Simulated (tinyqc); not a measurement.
Efficiency against current: defect, radiative and Auger recombination at equal electron and hole densities (ABC model).

J/(e d) = Ae n + B n^2 + C n^3 with Ae = A + 4 S/w (four side walls, carriers spread evenly), e = 1.602176634e-19 C, lengths in cm; internal efficiency IQE = B n^2/(Ae n + B n^2 + C n^3); all injected carriers recombine in the layer.

Values chosen for the exercise (orders of magnitude like those quoted for GaN; not measured data): A = 14000000 1/s (defect rate); B = 2.4e-12 cm^3/s (radiative coefficient); C = 2.1e-31 cm^6/s (Auger coefficient); S = 0 cm/s (recombination velocity of the side walls); w = 4.7 micrometre (side of the square mesa); d = 3.7 nm (active thickness).

The slope is d ln(B n^2)/d ln J = 2 (Ae + B n + C n^2)/(Ae + 2 B n + 3 C n^2).

Results:

| J (A/cm^2) | n (1/cm^3) | IQE | slope | differential lifetime (ns) |
|---|---|---|---|---|
| 0.020 | 2.40e+16 | 0.00410 | 1.992 | 70.8 |
| 0.090 | 1.06e+17 | 0.0179 | 1.964 | 68.9 |
| 0.30 | 3.41e+17 | 0.0551 | 1.890 | 63.7 |
| 1.0 | 1.01e+18 | 0.146 | 1.707 | 51.3 |
| 6.0 | 3.84e+18 | 0.350 | 1.261 | 23.9 |
| 20 | 7.60e+18 | 0.411 | 1.021 | 11.5 |
| 90 | 1.53e+19 | 0.368 | 0.851 | 4.28 |
| 3.0e+02 | 2.49e+19 | 0.293 | 0.778 | 1.91 |
| 1.0e+03 | 3.92e+19 | 0.218 | 0.736 | 0.855 |
| 6.0e+03 | 7.45e+19 | 0.132 | 0.702 | 0.258 |

IQE peaks at 0.412 for J = 23 A/cm^2, where the slope passes 1. It is 0.0041 at the lowest current and 0.132 at the highest, a droop of 68 %. The slope runs from 1.99 to 0.70; its limits are 2 (defects alone), 1 (radiation alone) and 2/3 (Auger alone).

(tinyqc, `OMP_NUM_THREADS=1 python tinyqc.py 1682104 1682105 out.jsonl`, Intel(R) Xeon(R) Processor @ 2.30GHz, 1 thread, shared host, about 0.01 s.)
